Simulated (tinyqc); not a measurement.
## Contact transmission and back-scattering length from two lengths

Question. A channel with M modes has R = RQ (2/tc - 1 + L/lam), RQ = (h/2q^2)/M. Find lam and tc.

Constants: q = 1.602176634e-19 C, h = 6.62607015e-34 J s. Results are converted to the units shown.

R at L = 3.5 and 28 nm (ohm um): 3792.4796  4553.7437
M = 60.198665 1/um

Solution. The slope is RQ/lam and the intercept RQ (2/tc - 1).

lam = 6.90 nm
tc = 0.110

Program tinyqc, `OMP_NUM_THREADS=1 python tinyqc.py 2760042 2760043 out.jsonl`; Intel Xeon 2.30GHz, shared host, one thread, about 0.01 s.
